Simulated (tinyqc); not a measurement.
Hubbard chain of 5 sites, step by step. Computed by tinyqc, a small Python program that keeps every step. Settings: hopping = 1.79, U = 3.0, mixing = 0.2, iteration cap = 75. Command: `OMP_NUM_THREADS=1 python tinyqc.py 29091 29092 out.jsonl` (the two numbers bound the seeds that draw the settings). One thread of a shared host (Intel(R) Xeon(R) Processor @ 2.60GHz), about 0.2 s of CPU time with the checks. Later iterations appear only in the table of the cycle.

## Mean-field iteration 1

one-body matrix (hopping and site energies) (eV):
```
,1,2,3,4,5
1,0.00000,-1.79000,0.00000,0.00000,0.00000
2,-1.79000,0.00000,-1.79000,0.00000,0.00000
3,0.00000,-1.79000,0.00000,-1.79000,0.00000
4,0.00000,0.00000,-1.79000,0.00000,-1.79000
5,0.00000,0.00000,0.00000,-1.79000,0.00000
```

U = 3.00000 eV

electrons, up and down: 3  2

mixing = 0.20000

n(up) at the start (a guess, not normalised): 1 0.65000, 2 0.55000, 3 0.65000, 4 0.55000, 5 0.65000

n(down) at the start (a guess): 1 0.35000, 2 0.45000, 3 0.35000, 4 0.45000, 5 0.35000

H(up) = T + U n(down), H(down) = T + U n(up); fill the lowest levels; n(new) = n + mixing (n(out) - n); E = tr T (rho up + rho down) + U sum n_up n_down of the output.

levels, up (eV): -1.90400  -0.59627  1.05000  2.99627  4.30400

levels, down (eV): -1.30400  0.00373  1.95000  3.59627  4.90400

energy = -6.33793 eV

n(up) after iteration 1: 1 0.65831, 2 0.53341, 3 0.65655, 4 0.53341, 5 0.65831

n(down) after iteration 1: 1 0.34169, 2 0.46659, 3 0.34345, 4 0.46659, 5 0.34169

## Mean-field iteration 2

As before.

levels, up (eV): -1.89175  -0.58736  1.02682  3.01219  4.32010

levels, down (eV): -1.32010  -0.01219  1.97318  3.58736  4.89175

energy = -6.34919 eV

n(up) after iteration 2: 1 0.66622, 2 0.51853, 3 0.66249, 4 0.51853, 5 0.66622

n(down) after iteration 2: 1 0.33378, 2 0.48147, 3 0.33751, 4 0.48147, 5 0.33378

## Convergence

Each step fills the lowest levels of T + U n(other spin) and sets n(new) = n + mixing (n(out) - n); stop when output and input agree to 1e-8.

Course of the cycle:
```
iteration,E (eV),largest |n(out) - n(in)|,mean |n_up - n_down|
1,-6.3379257,8.30e-02,0.25273
2,-6.3491861,7.44e-02,0.26554
3,-6.3584948,6.68e-02,0.27716
4,-6.3661799,6.00e-02,0.28768
5,-6.3725163,5.39e-02,0.29721
6,-6.3777344,4.85e-02,0.30583
7,-6.3820264,4.37e-02,0.31362
8,-6.3855530,3.94e-02,0.32067
9,-6.3884476,3.55e-02,0.32703
10,-6.3908213,3.20e-02,0.33277
11,-6.3927661,2.88e-02,0.33796
...,...,...,...
65,-6.4014358,1.06e-04,0.38543
66,-6.4014358,9.57e-05,0.38544
67,-6.4014358,8.63e-05,0.38546
68,-6.4014358,7.77e-05,0.38547
69,-6.4014359,7.01e-05,0.38549
70,-6.4014359,6.32e-05,0.38550
71,-6.4014359,5.69e-05,0.38551
72,-6.4014359,5.13e-05,0.38552
73,-6.4014359,4.62e-05,0.38553
74,-6.4014359,4.17e-05,0.38553
75,-6.4014359,3.76e-05,0.38554
```

Not converged within 75 iterations: the residual falls steadily but slowly, by a factor of about 0.90 a step. The lowest mean-field energy found from random starts is -6.40144 eV. Reruns (cap 100 unless said): mixing 0.5: converged in 58 (E = -6.40144); mixing 0.9: converged in 29 (E = -6.40144); the original settings with a cap of 400: converged in 155 (E = -6.40144).

## Exact diagonalisation (100 states)

Lowest levels of the sector, and the double occupancy of the lowest state.

lowest levels (eV): -6.81261  -5.34713  -4.27450  -4.23533  -4.00046  -3.24341

double occupancy per site = 0.16209

## The lowest level by Lanczos steps

From a random start vector (not printed): a_j = <q_j|H|q_j>, b_j = norm of the remainder after orthogonalising; the Ritz value is the lowest eigenvalue of the tridiagonal matrix of a and b so far.

Lanczos:
```
j,a_j (eV),b_j (eV),lowest Ritz value (eV)
1,0.57816,5.48349,0.5781650
2,1.19829,5.36002,-4.6040218
3,3.65904,5.38952,-6.1753605
4,5.43320,5.25823,-6.6246457
5,4.65969,4.56851,-6.7588559
6,3.82031,4.23232,-6.7955925
7,3.17491,4.80509,-6.8055165
8,2.66526,4.34067,-6.8099520
9,3.51077,4.36193,-6.8116610
10,2.84010,4.38852,-6.8122749
```
